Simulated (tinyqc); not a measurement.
Sampled drift against the exact one: kinetic Monte Carlo and master equation for a particle on a ring of sites with traps and bias. Computed by tinyqc, a small Python program. Command: `OMP_NUM_THREADS=1 python tinyqc.py 3007065 3007066 out.jsonl kmc walk`. One thread of a shared host (Intel(R) Xeon(R) Processor @ 2.30GHz), about 0.08 s of CPU time with the checks.

7 sites on a ring, numbered 1 to 7. The saddle between i and i+1 lies at E0 + s b_i and site i at s eps_i; a force F tilts the landscape, with the saddle half-way.

Inputs (values chosen for the exercise, for a model defect):

| quantity | value | unit |
|---|---|---|
| reference barrier E0 | 0.81 | eV |
| scale factor s of the disorder | 1 | - |
| attempt frequency nu | 10 | THz |
| temperature T | 660 | K |
| site spacing a | 2.4 | angstrom |
| force F along the ring | 0.038 | eV/angstrom |
| seed of the random numbers | 336768 | - |

Disorder: site traps.

site energies eps_i (eV): -0.097  -0.16  -0.11  0  0  -0.1  -0.17

saddle shifts b_i between sites i and i+1 (eV): 0  0  0  0  0  0  0

Constants: k_B = 8.617333262e-05 eV/K.

Method:
- Rates: k(i to i+1) = nu exp(-(E0 + s b_i - s eps_i - F a/2)/(k_B T)), k(i to i-1) = nu exp(-(E0 + s b_(i-1) - s eps_i + F a/2)/(k_B T)).
- Share right = k right/(k right + k left); mean stay = 1/(k right + k left).
- Master equation dP/dt = W P, W_(i+1,i) = k right, W_(i-1,i) = k left, columns summing to zero. The steady state is its null vector; drift v = a sum P_i (k right - k left). D = a^2 lambda''(0)/2, where lambda(q) is the leading eigenvalue of W with right hops weighted by exp(q) and left hops by exp(-q).
- The slowest relaxation rate is minus the real part of the next eigenvalue of W. 1 angstrom = 1e-8 cm.
- 400 independent walkers start on sites drawn with weights P_i (k right + k left), the steady shares of hops (random numbers not printed); the estimate is total displacement over total time, with its standard error from the spread between walkers.

occupations P_i: 0.096983  0.293606  0.121889  0.017620  0.017620  0.102236  0.350046

drift velocity v = 0.0344173 cm/s

Drift from sampling:

| hops per walker | estimate (cm/s) | standard error (cm/s) | deviation in standard errors |
|---|---|---|---|
| 10 | 0.033659 | 9.9729e-04 | -0.76035 |
| 30 | 0.034936 | 5.7532e-04 | 0.90080 |
| 100 | 0.034378 | 2.9403e-04 | -0.13254 |
| 300 | 0.034343 | 1.8550e-04 | -0.40220 |
| 1000 | 0.034372 | 9.4606e-05 | -0.47971 |
| 3000 | 0.034408 | 5.4059e-05 | -0.17828 |

The exact drift is 0.03442 cm/s. The standard error falls by a factor 3.11 from 100 to 1000 hops (sqrt10 = 3.16), and in the last row it is 0.16 % of the drift.

Extremes, crossings and ranges named in words are read from the listed rows.
